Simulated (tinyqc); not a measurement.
Double-gate transistor below threshold, two-dimensional Poisson equation on a small mesh: one step of the calculation.

Half of a symmetric double-gate structure: row 0 is the mid-plane of the body, where the normal field vanishes. Mobile charge is neglected (subthreshold), the body is fully depleted, and potentials are counted from the intrinsic level; rows run upward to the gate, columns from source to drain.

Problem. Direct solution. Solve A psi = b.

A:
```
            (0,1)       (0,2)       (0,3)       (1,1)       (1,2)       (1,3)
(0,1)   29.750000   -2.975000    0.000000  -23.800000    0.000000    0.000000
(0,2)   -2.975000   29.750000   -2.975000    0.000000  -23.800000    0.000000
(0,3)    0.000000   -2.975000   29.750000    0.000000    0.000000  -23.800000
(1,1)  -23.800000    0.000000    0.000000   65.900000   -4.175000    0.000000
(1,2)    0.000000  -23.800000    0.000000   -4.175000   65.900000   -4.175000
(1,3)    0.000000    0.000000  -23.800000    0.000000   -4.175000   65.900000
```

b (V): (0,1) 1.1290106, (0,2) -0.5667394, (0,3) 4.1040106, (1,1) -2.2369894, (1,2) -4.6167394, (1,3) 1.9380106

Wanted: psi at the free nodes.

Solution.

psi at the free nodes (V): (0,1) -0.0015, (0,2) -0.0720, (0,3) 0.2104, (1,1) -0.0403, (1,2) -0.0923, (1,3) 0.0995

Numbers from tinyqc (`OMP_NUM_THREADS=1 python tinyqc.py 2480121 2480122 out.jsonl`; about 0.1 s on one thread of a shared Intel Xeon 2.30GHz).
